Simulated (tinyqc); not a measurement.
Bias-temperature instability from a Gaussian distribution of capture and emission barriers: one step, computed by the program tinyqc.

Each trap has a capture time tau_0 exp(E_c/(k_B T)) under stress and an emission time tau_0 exp(E_e/(k_B T)) after it. E_c is Gaussian, and E_e = E_c + d with d Gaussian and independent. A trap counts as filled once t_s exceeds its capture time and as emptied once t_r exceeds its emission time.

Problem. Stress. Demarcation energies E_s = k_B T ln(t_s/tau_0), E_r = k_B T ln(t_r/tau_0); mean barrier mu = mu_c - k_F F; z = (E_s - mu)/sigma_c; Phi is the standard normal distribution. Temperatures in kelvin are T(C) + 273.15. Shift without recovery dV0 = V_max Phi(z); local time exponent n = d ln dV0/d ln t_s = (k_B T/sigma_c) exp(-z^2/2)/(sqrt(2 pi) Phi(z)); apparent activation energy n E_s.

Inputs (values chosen for the exercise, for a model p-channel transistor):
```
quantity,value,unit
shift with all traps filled V_max,79,mV
mean capture barrier at zero field mu_c,1.56,eV
spread of capture barriers sigma_c,0.36,eV
lowering of mu_c per field k_F,0.046,eV/(MV/cm)
oxide field F,6.3,MV/cm
time constant tau_0,1e-10,s
temperature T,85,C
stress time t_s,80000,s
```

Constants: k_B = 8.617333262e-05 eV/K.

Give: E_s; mean barrier mu; z; shift without recovery dV0; time exponent n; apparent activation energy.

Solution.

E_s = 1.059 eV

mean barrier mu = 1.2702 eV

z = -0.5864

shift without recovery dV0 = 22.02 mV

time exponent n = 0.1033

apparent activation energy = 0.1094 eV

The stress has filled 28 % of the traps. The apparent energy 0.109 eV is only the share n of the barriers near 1.06 eV that are being crossed.
